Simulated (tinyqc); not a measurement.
Worked calculation: configuration-coordinate model of a defect: Huang-Rhys factor and luminescence line shape. Computed by tinyqc, a small Python program that keeps every step. Command: `OMP_NUM_THREADS=1 python tinyqc.py 3002294 3002295 out.jsonl ccline walk`. One thread of a shared host (Intel(R) Xeon(R) Processor @ 2.30GHz), about 0.02 s of CPU time with the checks. Intermediate numbers are printed to about 5 digits and carried at full precision; extremes and crossings named in words are read from the listed rows.

Ground state E_g(Q) = (1/2) omega_g^2 Q^2; excited state E_e(Q) = E_0 + (1/2) omega_e^2 (Q - dQ)^2 with omega_e = omega_g and E_0 = E_ZPL. Q is mass-weighted; the dipole does not depend on Q (Condon approximation).

Inputs (values chosen for the exercise, for a model defect in a wide-gap host):

| quantity | value | unit |
|---|---|---|
| zero-phonon energy E_ZPL | 2.62 | eV |
| displacement dQ | 0.302 | u^(1/2) angstrom |
| ground-state phonon hbar omega_g | 86.4 | meV |
| temperature T | 200 | K |
| refractive index n_r | 2.33 | - |
| transition dipole mu | 1.6 | e angstrom |
| quenching prefactor nu_0 | 8e+12 | 1/s |

Modes: equal frequencies in both states.

Constants: hbar^2/u = 4.18015928e-03 eV angstrom^2; k_B = 8.617333262e-05 eV/K; hbar = 6.582119569e-16 eV s; e = 1.602176634e-19 C; eps_0 = 8.8541878128e-12 F/m; hbar = 1.054571817e-34 J s; c = 299792458 m/s.

## Huang-Rhys factors and vertical energies

S = hbar omega dQ^2/(2 hbar^2/u) for each state; relaxation energy S hbar omega; absorption at E_0 + S_e hbar omega_e, emission at E_0 - S_g hbar omega_g; the Stokes shift is their difference.

S_g = 0.94255

S_e = 0.94255

relaxation energy, ground state = 0.081436 eV

relaxation energy, excited state = 0.081436 eV

vertical absorption energy = 2.7014 eV

vertical emission energy = 2.5386 eV

Stokes shift = 0.16287 eV

The coupling is intermediate: phonon replicas can be resolved beside the zero-phonon line.

## Emission lines at zero temperature

From the lowest excited level the line to ground level n lies at E_ZPL - n hbar omega_g with Franck-Condon weight exp(-S) S^n/n!; the emitted intensity carries a further factor E^3. S = S_g; up to eleven lines, of positive energy only, from n = max(0, integer part of S - 5).

Lines:

| n | energy (eV) | weight | intensity / largest |
|---|---|---|---|
| 0 | 2.6200 | 3.8963e-01 | 1.0000e+00 |
| 1 | 2.5336 | 3.6725e-01 | 8.5234e-01 |
| 2 | 2.4472 | 1.7308e-01 | 3.6198e-01 |
| 3 | 2.3608 | 5.4377e-02 | 1.0210e-01 |
| 4 | 2.2744 | 1.2813e-02 | 2.1513e-02 |
| 5 | 2.1880 | 2.4155e-03 | 3.6106e-03 |
| 6 | 2.1016 | 3.7945e-04 | 5.0262e-04 |
| 7 | 2.0152 | 5.1093e-05 | 5.9670e-05 |
| 8 | 1.9288 | 6.0197e-06 | 6.1642e-06 |
| 9 | 1.8424 | 6.3043e-07 | 5.6264e-07 |
| 10 | 1.7560 | 5.9421e-08 | 4.5915e-08 |

The weight peaks at n = 0 and the intensity at n = 0.

## Band at temperature T

Overlaps <m_e|n_g> of harmonic-oscillator functions (Hermite recursion, positive leading coefficients) by a sum over an even grid (700 points from x = -9 to 9 + d for the small table, 1500 points from -16 to 16 + d for the thermal sums), with x = Q sqrt(omega_g/hbar), d = sqrt(2 S_g) and frequency ratio omega_e/omega_g. Initial levels m = 0..24 carry Boltzmann weights exp(-m hbar omega_e/k_B T), normalised; final levels n = 0..79; a line lies at E_ZPL + m hbar omega_e - n hbar omega_g with weight w_m <m|n>^2. Moments are taken over these weights without the E^3 factor; FWHM = 2 sqrt(2 ln 2) x standard deviation; the zero-phonon weight is the sum of w_m <m|m>^2.

mean emission energy = 2.5386 eV

FWHM from the second moment = 0.19884 eV

zero-phonon weight = 0.38705

skewness = -1.0097

Caution: for small S the spectrum is a set of resolved lines, and a Gaussian width has little meaning.

## Crossing, radiative lifetime and thermal quenching

The curves cross at the root Q_c nearest dQ; the barrier is (1/2) omega_e^2 (Q_c - dQ)^2, with (1/2) omega^2 = (hbar omega)^2/(2 hbar^2/u). k_r = n_r omega^3 mu^2/(3 pi eps_0 hbar c^3) at the vertical emission energy, without local-field correction; k_nr = nu_0 exp(-barrier/k_B T) (Mott-Seitz); yield = k_r/(k_r + k_nr); T_1/2 = barrier/(k_B ln(nu_0/k_r)).

Q_c = 5.0090 u^(1/2) angstrom

classical barrier = 19.783 eV

radiative lifetime = 2.6994 ns

luminescence yield = 1

quenching temperature T_1/2 = 23003 K

The barrier is so high that this route does not halve the yield below 1000 K. Caution: the curves cross far outside the range of the harmonic model, so the barrier and T_1/2 have no quantitative meaning.

## Width and zero-phonon weight against temperature

For comparison: FWHM(0) sqrt(coth(hbar omega_e/2 k_B T)) with FWHM(0) from the first row, and exp(-S_g coth(hbar omega_e/2 k_B T)).

Against temperature:

| T (K) | mean energy (eV) | FWHM (eV) | coth law (eV) | zero-phonon weight | exp(-S coth) |
|---|---|---|---|---|---|
| 50 | 2.5386 | 0.19753 | 0.19753 | 0.38963 | 0.38963 |
| 150 | 2.5386 | 0.19777 | 0.19777 | 0.38915 | 0.38871 |
| 300 | 2.5386 | 0.20464 | 0.20464 | 0.37600 | 0.36362 |
| 500 | 2.5386 | 0.22618 | 0.22618 | 0.33890 | 0.29060 |
| 800 | 2.5386 | 0.26497 | 0.26497 | 0.28654 | 0.18341 |
| 1200 | 2.5386 | 0.31427 | 0.31427 | 0.24046 | 0.09200 |
| 1500 | 2.5386 | 0.34793 | 0.34793 | 0.21770 | 0.05369 |

The width grows by a factor 1.76, flat while k_B T is well below hbar omega and as sqrt(T) above; for equal frequencies the coth law is exact. The mean energy stays fixed, as it must for equal frequencies. The zero-phonon weight goes from 0.390 to 0.218; the single exponential assumes equal frequencies, leaves out lines that absorb and emit the same number of phonons, and falls to 0.0537.

Checks made by the program: grid overlaps at equal frequencies against the Poisson weights (relative difference below 1e-10); width at T against the coth law (relative difference below 1e-10).
